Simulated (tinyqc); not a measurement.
Slope factor and drain-induced lowering from three currents.

Problem. With source and body at 0 V, I = A exp((Vg + dd Vd)/(nf Vt)) (1 - exp(-Vd/Vt)). Find nf, the swing nf Vt ln 10 and dd.

Parameters, values chosen for the exercise:
```
symbol  value  unit      meaning
T         300     K  temperature
```

Constants: q = 1.602176634e-19 C, kB = 1.380649e-23 J/K, Vt = kB T/q. Results are converted to the units shown.

currents at (Vg, Vd) = (0, 0.05), (0, 1) and (0.06, 1) V (nA/um): 0.019826700  0.28230951  1.3690194

Answer. The pair at equal Vd gives nf; the pair at equal Vg, after dividing out the factors 1 - exp(-Vd/Vt), gives dd.

nf = 1.470
swing = 87.50 mV/decade
dd = 0.1000

Program tinyqc, `OMP_NUM_THREADS=1 python tinyqc.py 2242110 2242111 out.jsonl`; Intel Xeon 2.30GHz, shared host, one thread, about 0.04 s.
